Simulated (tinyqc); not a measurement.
Inside a calculation: temperature and isotope dependence of a band gap in oscillator models. Values are carried at full precision from step to step, so a last printed digit may differ when a step is redone from the rounded ones.

E(T) = E0 - sum_i sl_i th_i n_i(T), n = 1/(exp(th/T) - 1). The same coupling lowers the gap at 0 K by the zero-point term ZP = sum_i sl_i th_i/2, so the gap of the static lattice is E0 + ZP. Thermal expansion is taken as part of the slopes.

Values chosen for the exercise (near those of InAs; the results hold for these values, not for the real material):
```
symbol  value             unit   meaning
E0      0.417             eV     gap at 0 K
th      (43, 167)         K      temperatures of two oscillators
sl      (0.0592, 0.2368)  meV/K  their high-temperature slopes
T       400               K      temperature
M       94.92             u      mean atomic mass
dM      0.95              u      change of the mean mass (not bounded by the natural isotopes)
T12     (100, 190)        K      temperatures of the fits
```

## The gap at T

Give the occupations, the two terms, the gap, ZP and the static gap.

n_i: 8.81128  1.92990

terms (meV): 22.430  76.319

E(T) = 0.3183 eV
ZP = 21.05 meV
static gap = 0.4380 eV

The thermal fall, 98.7 meV, is larger than the zero-point term, 21.0 meV; the soft oscillator supplies 23 % of the fall but 6 % of ZP. A calculation with clamped ions should be compared with the static gap.

## Slope and asymptote

dE/dT = -sum sl_i (th_i/T)^2 n_i (1 + n_i). At high T, n -> T/th - 1/2, so E -> E0 + ZP - (sum sl_i) T. Give the slope, its ratio to the limit, and the value at 0 K of the tangent drawn at T.

dE/dT = -0.2925 meV/K
ratio to the limiting slope = 0.9883
intercept of the tangent = 0.4353 eV
intercept - E0 = 18.26 meV

The tangent recovers 87 % of ZP: the extrapolation works only from T well above the higher oscillator (167 K).

## Isotope effect

With M -> M + dM the oscillator temperatures scale as M^(-1/2) and the slopes stay. Give th, ZP, E0 (static gap fixed) and E(T) for the new mass, and the linear rule dE0 = ZP dM/(2 M).

th (K): 42.79  166.17

ZP = 20.941 meV
shift of E0 = 0.105 meV
linear rule = 0.105 meV
shift of E(T) = 0.014 meV

The heavier crystal has the wider gap. At 400 K 13 % of the shift at 0 K is left; it fades at high T, where the motion is classical and the mean-square amplitude no longer depends on mass.

## Two common fits

Two-parameter forms are made to pass through the falls at the two temperatures T12: Varshni aV T^2/(T + bV), from the line T^2/fall = (T + bV)/aV; one oscillator s1 t1/(exp(t1/T) - 1), with t1 from the ratio of the falls.

Give the falls and the parameters.

falls (meV): 13.9088  38.1023

aV = 0.3939 meV/K
bV = 183 K
t1 = 132.5 K
s1 = 0.2900 meV/K
ZP of the one-oscillator fit = 19.2 meV

The limiting slope of the model is 0.2960 meV/K; Varshni puts it +33 % off and one oscillator -2 %. The ZP of the fit differs from the true one by -1.8 meV.

## Checks

- Slope by finite differences against the formula (meV/K): both 0.29253.
- Fall at 20 times the higher oscillator temperature against the asymptote (meV): 967.76 against 967.59.

Run: tinyqc, `OMP_NUM_THREADS=1 python tinyqc.py 1850345 1850346 out.jsonl`; Intel(R) Xeon(R) Processor @ 2.30GHz, one thread, shared host; about 0.01 s of CPU time with all checks.
